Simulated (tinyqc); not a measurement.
From total in-phase swing back to film conductivity kappa_f: the 3-omega method: a line heater on a substrate with a thin film. Computed by tinyqc, a small Python program. Command: `OMP_NUM_THREADS=1 python tinyqc.py 3011646 3011647 out.jsonl threeomega inv`. One thread of a shared host (Intel(R) Xeon(R) Processor @ 2.30GHz), about 0.03 s of CPU time with the checks.

A current at angular frequency omega = 2 pi f heats the line at 2 omega with the amplitude P per length; the temperature swing Delta T at 2 omega gives a voltage at 3 omega. The substrate is taken as semi-infinite and isotropic, and the heat capacity of heater and film is left out.

Inputs (values chosen for the exercise, modelled on polycrystalline aluminium nitride on silicon carbide): substrate conductivity kappa = 384 W/(m K); substrate heat capacity C = 2.11 1e6 J/(m^3 K); heater half-width b = 6.3 micrometre; power amplitude per length P = 19 W/m; current frequency f = 38 Hz; film thickness t = 720 nm; interface resistance R_i = 8.3 m^2 K/GW; substrate thickness d_s = 500 micrometre; temperature coefficient of resistance beta = 3.6 1e-3/K; voltage amplitude V_1 = 2.6 V.

Method:
- D = kappa/C; q = sqrt(2 i omega/D); penetration depth 1/|q| = sqrt(D/(2 omega)).
- Delta T_s = (P/(pi kappa)) int_0^infinity (sin x/x)^2 / sqrt(x^2 + (q b)^2) dx with (q b)^2 = i |q b|^2, averaged over the heater width (12 Gauss-Legendre points on each of the pieces 0, 14 log-spaced edges from 1e-5 to 1, and multiples of pi to 40 pi; the tail adds 1/(4 (40 pi)^2)).
- For |q| b much below 1: Delta T_s = (P/(pi kappa)) [-ln(|q| b) + eta - i pi/4], eta = 3/2 - C_E = 0.92278, with Euler's C_E = 0.5772157.
- One-dimensional flow across the film: Delta T_f = P (t/kappa_f + R_i)/(2 b); total in-phase swing Delta T = Delta T_s + Delta T_f; third-harmonic amplitude V_3 = V_1 beta |Delta T|/2 with the out-of-phase part included; the apparent film conductivity is t/(t/kappa_f + R_i).

Problem. A run gave the result below. Find the film conductivity kappa_f, known to lie between 27 and 60 W/(m K).

total in-phase swing = 0.1282667 K

Solution.

Each step takes the trial c = (a f_b - b f_a)/(f_b - f_a), f being the result less the target and a, b, c the logarithms of the listed values; c replaces end b, the old b replaces a if the sign of f changed, and otherwise f_a is halved.

Scan of the range:
```
film conductivity kappa_f (W/(m K))  total in-phase swing (K)
27.0                                                 0.139472
30.8                                                 0.134511
35.2                                                 0.130104
40.2                                                 0.126268
46.0                                                 0.122863
52.5                                                 0.119940
60.0                                                 0.117355
```

False position (Illinois rule, in the logarithm of the input) inside the bracket:
```
step    end a    end b    trial  total in-phase swing (K)
1     35.2000  40.2000  37.5122                  0.128203
2     35.2000  37.5122  37.3580                  0.128323
3     37.5122  37.3580  37.4301                  0.128267
4     37.3580  37.4301  37.4300                  0.128267
```

Total in-phase swing falls at every point of a 13-point scan of the range (every second point is shown), so one value fits; it is bracketed by 35.2 and 40.2. Answer: film conductivity kappa_f = 37.43 W/(m K).

Caution: the penetration depth exceeds a fifth of the substrate thickness, so the back face is felt and the semi-infinite formula fails.
